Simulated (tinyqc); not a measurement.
## An infinitely deep well in a field (quantum-confined Stark shift), Airy functions: the Stark shift against well width

Hard walls at x = -L/2 and +L/2; between them U(x) = -F x (eV, zero at the centre). C = hbar^2/(2 m0), e = (C F^2/m1)^(1/3), z1 = (F L/2 - E)/e at the left wall and z2 = (-F L/2 - E)/e at the right wall. Levels are the roots of D(E) = Ai(z1) Bi(z2) - Ai(z2) Bi(z1).

Exact shifts E_n(F) - E_n(0) from the roots of D; <x> = -dE_1/dF. E_n(0) = C (n pi/L)^2/m1; second-order shift m1 F^2 L^4 (1 - 15/(pi n)^2)/(48 C pi^2 n^2).

Values chosen for this exercise:
- m1 = 0.038 m0 (mass)
- F = 0.11 V/nm (field)

Constants: q = 1.602176634e-19 C, hbar = 1.054571817e-34 J s, m0 = 9.1093837015e-31 kg, hbar^2/(2 m0) = 0.0380998212 eV nm^2. Results are converted to the units shown.

Result of one run:
```
F L/E_1(0),shift of level 1 (meV),"second order, 1 (meV)",shift of level 2 (meV),"second order, 2 (meV)",<x> of level 1 (nm)
4.880,-42.31,-44.18,11.38,13.17,0.7386
```

Which well width L gave this result: 4.8, 5.4, 7.1 or 7.6 nm?

L = 7.6 nm.

The whole series:
```
L (nm),F L/E_1(0),shift of level 1 (meV),"second order, 1 (meV)",shift of level 2 (meV),"second order, 2 (meV)",<x> of level 1 (nm)
3.7,0.5631,-2.480,-2.482,0.7386,0.7401,0.04507
4.2,0.8236,-4.115,-4.121,1.223,1.229,0.07472
4.8,1.229,-7.009,-7.029,2.076,2.096,0.1271
5.4,1.750,-11.19,-11.26,3.293,3.358,0.2023
5.9,2.283,-15.88,-16.05,4.629,4.785,0.2860
6.5,3.053,-23.22,-23.64,6.647,7.049,0.4150
7.1,3.979,-32.67,-33.65,9.091,10.03,0.5775
7.6,4.880,-42.31,-44.18,11.38,13.17,0.7386
```

The shift of level 1 falls from -2.48 to -42.3 meV, as L^(3.99) between the first two rows and L^(3.80) between the last two (second order: power 4). Second order is 0.062 % above it in size in the first row and 4.4 % above it in the last. The shift of level 2 rises from 0.739 to 11.4 meV.

tinyqc, about 0.02 s, one thread, Intel Xeon 2.30GHz (shared host): `OMP_NUM_THREADS=1 python tinyqc.py 2580007 2580008 out.jsonl`
